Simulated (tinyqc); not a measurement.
# CMOS latch-up, two-transistor model, step by step

Program tinyqc, `OMP_NUM_THREADS=1 python tinyqc.py 2670148 2670149 out.jsonl`; Intel Xeon 2.30GHz, shared host, one thread, about 0.07 s. Printed values are rounded.

A parasitic pnp (emitter at Vdd, base shunted by Rw) and npn (emitter at ground, base shunted by Rs) feed each other: the npn collector current flows out of the pnp base node, the pnp collector current into the npn base node. Forward-active transistors with constant gains: Icn = Isn exp(Vn/Vt), Icp = Isp (exp(Vp/Vt) - 1). A current Ii is injected into the npn base node.

Inputs (values chosen for the exercise); values close to those of bulk CMOS:
```
symbol    value  unit                                            meaning
T           300     K                                        temperature
bn         21.7                                  current gain of the npn
bp          5.7                                  current gain of the pnp
Isn       1e-15     A                 saturation current of the npn at T
Isp     6.1e-16     A                 saturation current of the pnp at T
Rs         1400   ohm              substrate resistance shunting the npn
Rw         4800   ohm                   well resistance shunting the pnp
R2          510   ohm  resistance from the pnp collector to the npn base
Von        0.72     V               base-emitter voltage in the on state
Vsat       0.12     V                                 saturation voltage
Vdd         1.8     V                                     supply voltage
Ii        0.363    mA                current injected into the substrate
```

Constants: q = 1.602176634e-19 C, kB = 1.380649e-23 J/K, Vt = kB T/q. Results are converted to the units shown.

## Holding current and voltage

On state with both base-emitter voltages at Von: npn base current Ib = (Von/Rs + bp Von/Rw)/(bn bp - 1), holding current Ih = (bn + 1) Ib + Von/Rs, holding voltage Vh = Vsat + Von + R2 (Ib + Von/Rs).

bn bp = 123.690
Ib = 0.0111605 mA
Ih = 0.767630 mA
Vh = 1.10798 V

Vh is below Vdd = 1.8 V, so the supply can sustain a latched state.

## The off branch

| point | Vn (V) |
|---|---|
| 0 | 0.458 |
| 1 | 0.538 |
| 2 | 0.588 |
| 3 | 0.618 |
| 4 | 0.638 |
| 5 | 0.658 |
| 6 | 0.673 |
| 7 | 0.688 |

Node equations: Vp/Rw + Icp/bp = Icn and Vn/Rs + Icn/bn = Icp + Ii. Loop gain G = gn gp/[(1/Rw + gp/bp)(1/Rs + gn/bn)], gn = Icn/Vt, gp = (Icp + Isp)/Vt; the off state ends where G = 1, and Ii there is the trigger current. For each Vn: Icn, then Vp from the first equation, then Ii from the second.

| point | Icn (mA) | Vp (V) | Icp (mA) | Ii (mA) | G |
|---|---|---|---|---|---|
| 0 | 4.9438e-5 | 2.3730e-4 | 5.6251e-15 | 0.32715 | 3.0599e-13 |
| 1 | 0.0010914 | 0.0052389 | 1.3703e-13 | 0.38434 | 8.1760e-12 |
| 2 | 0.0075503 | 0.036242 | 1.8683e-12 | 0.42035 | 1.8467e-10 |
| 3 | 0.024096 | 0.11566 | 5.2888e-11 | 0.44254 | 1.2226e-8 |
| 4 | 0.052231 | 0.25071 | 9.9317e-9 | 0.45812 | 4.6148e-6 |
| 5 | 0.11322 | 0.54277 | 8.0068e-4 | 0.47442 | 0.69263 |
| 6 | 0.20226 | 0.69796 | 0.32403 | 0.16600 | 37.900 |
| 7 | 0.36132 | 0.73161 | 1.1907 | -0.68266 | 57.174 |

Ii peaks at 0.4745 mA, at Vn = 0.6585 V where G = 1; beyond it the loop feeds itself.

## Iteration 1: response to the injected current, once round the loop per iteration

Vn at the start = 0.51 V

Icn = Isn exp(Vn/Vt); Vp solves Vp/Rw + Icp/bp = Icn; Vn(new) solves Vn/Rs + (Isn/bn) exp(Vn/Vt) = Icp + Ii.

Icn = 3.69507e-4 mA
Vp = 0.00177363 V
Icp = 4.33194e-14 mA
Vn after iteration 1 = 0.508178 V

## Course of the iteration: response to the injected current, once round the loop per iteration

Stop when Vn changes by less than 1e-9 V, or after 150 iterations. Vn must stay below 1.1 V.

Course of the iteration:

| iteration | Vn (V) | \|change\| (V) |
|---|---|---|
| 1 | 0.508178 | 1.82e-3 |
| 2 | 0.508178 | 4.44e-15 |

Converged in 2 iterations. An off state exists, since Ii is below the trigger current, the largest Ii that the node equations allow, 0.4745 mA.
